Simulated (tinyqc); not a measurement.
Inside a calculation. Model: octagonal on-chip spiral inductor, lumped pi model.

tinyqc, about 0.01 s, one thread, Intel Xeon 2.30GHz (shared host): `OMP_NUM_THREADS=1 python tinyqc.py 2302071 2302072 out.jsonl` Printed values are rounded.

Outer diameter do = di + 2 n wd + 2 (n - 1) sp, mean da = (do + di)/2, fill p = (do - di)/(do + di), length l = 3.314 n da. L = 2.25 mu0 n^2 da/(1 + 3.55 p), mu0 = 4 pi 1e-7 H/m. Rs = rho l/(wd delta (1 - exp(-th/delta))), delta = sqrt(rho/(pi f mu0)). Cs = n wd^2 eps0 eo/hu across the coil. At each end Cox = l wd eps0 eo/(2 ho) leads to the substrate branch Rsi = 2 rs he/(l wd) in parallel with Csi = l wd eps0 11.7/(2 he). With one end grounded Y = 1/(Rs + i w L) + i w Cs + 1/[1/(i w Cox) + 1/(1/Rsi + i w Csi)], w = 2 pi f; Q = -Im Y/Re Y. Eddy currents in neighbouring turns and in the substrate are left out.

Values chosen for this exercise; values of the order met in silicon radio-frequency processes:
```
symbol  value     unit                                     meaning
n         4.5                                      number of turns
wd          4       um                                  line width
sp          3       um                         space between turns
di         40       um                              inner diameter
th          3       um                             metal thickness
rho         3  uohm cm                           metal resistivity
ho          5       um                        oxide below the coil
hu          1       um            oxide between coil and underpass
eo        4.1                   relative permittivity of the oxide
rs         10   ohm cm                       substrate resistivity
he         30       um  effective spreading depth in the substrate
f          12      GHz                                   frequency
```

Constants: eps0 = 8.8541878128e-12 F/m. Results are converted to the units shown.

## Geometry and model elements

do, l, L, delta, Rs, Cs, Cox, Rsi and Csi as defined.

do = 97 um
l = 1021.54 um
L = 1.58336 nH
delta = 0.795775 um
Rs = 9.85499 ohm
Cs = 2.61376 fF
Cox = 14.8337 fF
Rsi = 1468.37 ohm
Csi = 7.05503 fF

Rs is 3.86 times the direct-current value in this empirical form, which overstates the skin effect of a flat slab when delta is near th and so stands in for some current crowding.

## Admittance, quality factor and apparent inductance

Series branch 1/(Rs + i w L), substrate branch, total Y, Q = -Im Y/Re Y, apparent inductance Im(1/Y)/w, metal-only value w L/Rs, share of the loss in the substrate Re(substrate branch)/Re Y.

series branch = 0.68679-8.31972i mS
substrate branch = 0.267258+0.470771i mS
Y = 0.95405-7.65188i mS
Q = 8.02044
apparent inductance = 1.70676 nH
w L/Rs = 12.1139
share of the loss in the substrate = 28.0131 %

Q is 66.2 % of the metal-only value.
